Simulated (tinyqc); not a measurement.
Against doping: dopants and charged point defects at anneal temperature: Fermi-level effect, clustering and pairing. Computed by tinyqc, a small Python program. Command: `OMP_NUM_THREADS=1 python tinyqc.py 3006123 3006124 out.jsonl pairing walk`. One thread of a shared host (Intel(R) Xeon(R) Processor @ 2.30GHz), about 0.02 s of CPU time with the checks.

Boltzmann statistics and full ionisation of active dopants. Energies are counted from the valence band; the defect (a vacancy or self-interstitial) has five charge states, with all degeneracy factors one.

Inputs (values chosen for the exercise, with bands modelled on InP):
```
quantity,value,unit
gap at 0 K E_g0,1.43,eV
Varshni alpha,0.000358,eV/K
Varshni beta,160,K
electron mass m_e,0.0781,m_0
valleys M_c,1,-
hole mass m_h,0.6,m_0
anneal temperature T,980,K
total dopant density N,7.4e+18,cm^-3
formation enthalpy of the neutral defect H_f,3.33,eV
formation entropy S_f,5.1,k_B
site density N_s,2.7e+22,cm^-3
dopant atoms per cluster k,4,-
cluster binding energy E_b,2.54,eV
```

Dopant: acceptor. Second part: clustering of the dopant.

defect levels as fractions of E_g(T): (2+/+), (+/0), (0/-), (-/2-): [0.094, 0.2, 0.45, 0.63]

Constants: m_0 = 9.1093837015e-31 kg; k_B = 1.380649e-23 J/K; h = 6.62607015e-34 J s; k_B = 8.617333262e-05 eV/K.

Method:
- E_g = E_g0 - alpha T^2/(T + beta).
- N_c = 2 M_c (2 pi m_e k_B T/h^2)^(3/2) and N_v = 2 (2 pi m_h k_B T/h^2)^(3/2), masses in units of m_0.
- n_i = sqrt(N_c N_v) exp(-E_g/2 k_B T); E_i = E_g/2 + (k_B T/2) ln(N_v/N_c).
- p = A/2 + sqrt(A^2/4 + n_i^2) for an active density A.
- k ionised dopants and k carriers form one neutral cluster: C = N_s (A/N_s)^k (p/N_b)^k exp(E_b/k_B T), N_b the effective density of states of the majority band, and N = A + k C (60 bisections in ln A between ln N - 90 and ln N).
- chi = n/n_i (for acceptors n_i/p); E_F = E_i + k_B T ln chi; field enhancement h = 1 + A/sqrt(A^2 + 4 n_i^2).
- C_0 = N_s exp(S_f/k_B) exp(-H_f/k_B T). Ratios to the neutral state at E_F = E_i: r_+ = exp((E(+/0) - E_i)/k_B T), r_2+ = r_+ exp((E(2+/+) - E_i)/k_B T), r_- = exp((E_i - E(0/-))/k_B T), r_2- = r_- exp((E_i - E(-/2-))/k_B T); at other E_F state q scales as chi^(-q). The enhancement is sum r_q chi^(-q)/sum r_q. The charge on the defects is left out of neutrality.
- chi = n/n_i; h = 1 + A/sqrt(A^2 + 4 n_i^2); the dopant diffusivity over its intrinsic value is D/D_i = enhancement x h x A/N, if every charge state carries the dopant equally well.

E_g = 1.12840 eV

k_B T = 0.0844499 eV

n_i = 1.87222e+16 cm^-3

E_i = 0.693341 eV

effective density of states N_b of the majority band = 6.88583e+19 cm^-3

neutral defects C_0 = 3.32128e+07 cm^-3

Charge states:
```
state,ratio r,intrinsic (cm^-3),doped (cm^-3)
2+,3.75723e-06,1.24788e+02,1.68402e+07
+,3.93541e-03,1.30706e+05,4.80156e+07
0,1.00000e+00,3.32128e+07,3.32128e+07
-,9.00062e+00,2.98936e+08,8.13750e+05
2-,7.31163e+00,2.42840e+08,1.79948e+03
```

Trend at the anneal temperature:
```
N (cm^-3),active A (cm^-3),chi,defect enhancement,mean charge,D/D_i
5.60e+14,5.6000e+14,9.8516e-01,0.97985,-1.3588,0.99450
2.00e+15,2.0000e+15,9.4801e-01,0.93023,-1.3453,0.97984
7.20e+15,7.2000e+15,8.2603e-01,0.77549,-1.2963,0.92192
2.60e+16,2.6000e+16,5.2307e-01,0.44559,-1.1277,0.69974
9.10e+16,9.1000e+16,1.9770e-01,0.17817,-0.7555,0.34293
3.30e+17,3.3000e+17,5.6552e-02,0.09258,-0.3018,0.18457
1.20e+18,1.2000e+18,1.5598e-02,0.08142,0.0988,0.16280
4.10e+18,4.0918e+18,4.5754e-03,0.12017,0.5659,0.23986
1.50e+19,9.2768e+18,2.0182e-03,0.22468,0.9707,0.27791
```

What follows from these numbers?

Well below n_i = 1.87e16 cm^-3 chi and the enhancement are near 1. At any doping d ln(enhancement)/d ln chi equals minus the mean charge, which goes from -1.36 to +0.97 over the rows. The defect density first falls, because doping removes the states with the sign of the ionised dopant before it feeds the opposite ones. Clustering bends A over: its exponent in N falls to 0.63, towards 1/(2k) = 0.125.
